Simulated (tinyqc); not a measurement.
# Field from the level spacing

Question. In a triangular well E_k = a_k (C F^2/mz1)^(1/3), a_1 = 2.338107, a_2 = 4.087949, C = hbar^2/(2 m0), F in eV/nm (1 MV/cm = 0.1 eV/nm). Find F, E_1, the mean distance 2 E_1/(3 F) of the lowest level and the sheet charge eps0 eps_r F/q behind such a field.

Values chosen for this exercise:
- eps_r = 11.9 (relative permittivity)
- mz1 = 0.929 m0 (mass along z of valley set A (2 valley(s)))

Constants: q = 1.602176634e-19 C, hbar = 1.054571817e-34 J s, m0 = 9.1093837015e-31 kg, eps0 = 8.8541878128e-14 F/cm where lengths are in cm, hbar^2/(2 m0) = 0.0380998212 eV nm^2. Results are converted to the units shown.

spacing of the two lowest levels = 130.87263 meV

Solution. The spacing over a_2 - a_1 is the energy scale (C F^2/mz1)^(1/3), which gives F.

F = 1.01 MV/cm
E_1 = 175 meV
mean distance = 1.15 nm
sheet charge over q = 6.64e12 cm^-2

Numbers from tinyqc (`OMP_NUM_THREADS=1 python tinyqc.py 2160144 2160145 out.jsonl`; about 1 s on one thread of a shared Intel Xeon 2.30GHz).
